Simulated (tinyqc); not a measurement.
Solid solubility of a dopant against its melt (retrograde solidus), clustering and the electrically active fraction: one step, computed by the program tinyqc.

Question. Liquidus and solidus at T. x_l and x_s are atom fractions of the dopant in melt and solid; the solid is dilute. Liquidus of the host: R T ln(1 - x_l) + L x_l^2 = -H_f (1 - T/T_m). Distribution: k = x_s/x_l = exp[L (1 - x_l)^2/(R T)] exp(S/k_B - H/(k_B T)), the first factor being the activity coefficient in the melt. Solubility = x_s N0; at T_m x_l = 0.

Inputs (values chosen for the exercise, for a model dopant): melting point of the host T_m = 1687 K; heat of melting of the host H_f = 50.2 kJ/mol; interaction L of the melt = 3.1 kJ/mol; enthalpy of transfer from melt to solid H = 0.89 eV; entropy of transfer S = 3.18 k_B; site density N0 = 5e+22 1/cm^3; temperature T = 1253 K.

Constants: R = 8.314462618 J/(mol K); k_B = 8.617333262e-05 eV/K.

Give: x_l; distribution coefficient k; x_s; solubility; k at the melting point.

Answer.

x_l = 0.7558

distribution coefficient k = 0.006442

x_s = 0.004869

solubility = 2.434e+20 1/cm^3

k at the melting point = 0.06580

k has changed by a factor 0.098 from its value at T_m, while x_l has grown from 0 to 0.756.
